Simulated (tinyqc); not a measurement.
Tuning the Rashba term through the balance point: two-dimensional electron gas with Rashba and Dresselhaus coupling.

H = c k^2/m + al (ky sx - kx sy) + b1 (kx sx - ky sy) + gam kx ky (kx sy - ky sx), s the Pauli matrices, x = [100], c = hbar^2/2m0, b1 = gam (pi/L)^2 (hard walls). H = c k^2/m + B.s, so E = c k^2/m -/+ |B| and the lower state has its spin along -B.

Constants: hbar^2/2m0 = 3.80998211 eV angstrom^2.

Inputs chosen for the exercise (of the size met in GaAs; the results hold for these values, not for the real material):

| symbol | value | unit | meaning |
|---|---|---|---|
| m | 0.0708 | m0 | mass |
| gam | 11.6 | eV angstrom^3 | bulk Dresselhaus constant |
| L | 171 | angstrom | width of the (001) well |
| n | 7.9 | 1e11/cm^2 | sheet density (one subband filled) |

al = f (b1 - b3) at k0 = sqrt(2 pi n), b3 = gam k0^2/4. Helix wavelength along [110]: 2 pi c/(m |al + b1 - b3|). Dyakonov-Perel rates are proportional to the mean squares of the first harmonics: for spin along z, al^2 + (b1 - b3)^2; for the most protected in-plane spin, (al - (b1 - b3))^2/2 (third harmonic left out); both are given over (b1 - b3)^2.

Against f:

| f | al (meV angstrom) | wavelength (micron) | rate, z | rate, in plane |
|---|---|---|---|---|
| 0.00 | 0.000 | 13.657 | 1.000 | 0.5000 |
| 0.25 | 0.619 | 10.925 | 1.062 | 0.2812 |
| 0.50 | 1.238 | 9.105 | 1.250 | 0.1250 |
| 0.75 | 1.857 | 7.804 | 1.562 | 0.0312 |
| 1.00 | 2.476 | 6.828 | 2.000 | 0.0000 |
| 1.25 | 3.095 | 6.070 | 2.562 | 0.0312 |
| 2.00 | 4.952 | 4.552 | 5.000 | 0.5000 |

Give the missing row, f = 0.90.

Computed row:
```
f     al (meV angstrom)  wavelength (micron)  rate, z  rate, in plane
0.90              2.228                7.188    1.810          0.0050
```

At f = 1, al = 2.48 meV angstrom, the first harmonic points along one axis for all k and the listed in-plane rate vanishes; the helix would have wavelength 6.83 micron. But the third harmonic, left out of the table, has b3/(b1 - b3) = 0.58; its mean square, 0.17 in these units against 0.50 for the in-plane rate at f = 0, limits the protection to about the ratio of the two. The uniform z spin still relaxes there, twice as fast as at f = 0.

(tinyqc, `OMP_NUM_THREADS=1 python tinyqc.py 1451799 1451800 out.jsonl`, Intel(R) Xeon(R) Processor @ 2.30GHz, 1 thread, shared host, about 0.01 s.)
